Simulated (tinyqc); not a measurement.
Worked calculation: RHF in the sto-3g basis, for B+, spin multiplicity 1. One step of it, computed by the program tinyqc.

Problem. Iteration 2: building the Fock matrix. J_ij = sum D_kl (ij|kl), K_ij = sum D_kl (ik|jl); F = H + J - 0.5 K; E = tr D H + tr D J / 2 - 0.25 tr D K + E_nn.

D after iteration 1, lower triangle:
```
            1B 1s      1B 2s     1B 2px     1B 2py    1B 2pz
1B 1s    2.146322
1B 2s   -0.552070   2.069019
1B 2px   0.029868  -0.186277   0.016968
1B 2py   0.131093  -0.343294   0.030516   0.057740
1B 2pz  -0.036748   0.123058  -0.011040  -0.020495  0.007327
```

core Hamiltonian H = T + V (hartree), lower triangle:
```
             1B 1s      1B 2s     1B 2px     1B 2py     1B 2pz
1B 1s   -12.321086
1B 2s    -3.187330  -3.412465
1B 2px    0.000000   0.000000  -2.617559
1B 2py    0.000000   0.000000   0.000000  -2.617559
1B 2pz    0.000000   0.000000   0.000000   0.000000  -2.617559
```

Two-electron integrals (ij|kl) in chemists' order, unique and non-zero (hartree):
```
(11|11) 2.923513   (21|11) 0.518376   (21|21) 0.109262   (22|11) 0.744229
(22|21) 0.193177   (22|22) 0.544804   (31|31) 0.020264   (32|31) 0.029996
(32|32) 0.120346   (33|11) 0.742491   (33|21) 0.193240   (33|22) 0.544682
(33|33) 0.586773   (41|41) 0.020264   (42|41) 0.029996   (42|42) 0.120346
(43|43) 0.031630   (44|11) 0.742491   (44|21) 0.193240   (44|22) 0.544682
(44|33) 0.523513   (44|44) 0.586773   (51|51) 0.020264   (52|51) 0.029996
(52|52) 0.120346   (53|53) 0.031630   (54|54) 0.031630   (55|11) 0.742491
(55|21) 0.193240   (55|22) 0.544682   (55|33) 0.523513   (55|44) 0.523513
(55|55) 0.586773
```

nuclear repulsion = 0 hartree

Give: Coulomb J; exchange K; Fock matrix F; total energy of this density.

Solution.

Coulomb J (hartree), lower triangle:
```
          1B 1s    1B 2s   1B 2px   1B 2py  1B 2pz
1B 1s    7.3032
1B 2s    1.4075   2.5560
1B 2px  -0.0100  -0.0430   2.5512
1B 2py  -0.0153  -0.0748   0.0019   2.5538
1B 2pz   0.0059   0.0274  -0.0007  -0.0013  2.5506
```

exchange K (hartree), lower triangle:
```
          1B 1s    1B 2s   1B 2px   1B 2py  1B 2pz
1B 1s    5.9302
1B 2s    1.0436   1.1583
1B 2px  -0.0188  -0.1172   0.2714
1B 2py   0.0234  -0.1990   0.0169   0.2940
1B 2pz  -0.0006   0.0736  -0.0061  -0.0114  0.2660
```

Fock matrix F (hartree), lower triangle:
```
          1B 1s    1B 2s   1B 2px   1B 2py   1B 2pz
1B 1s   -7.9830
1B 2s   -2.3016  -1.4357
1B 2px  -0.0006   0.0156  -0.2020
1B 2py  -0.0270   0.0248  -0.0065  -0.2108
1B 2pz   0.0062  -0.0094   0.0024   0.0044  -0.1999
```

total energy of this density = -23.907248 hartree
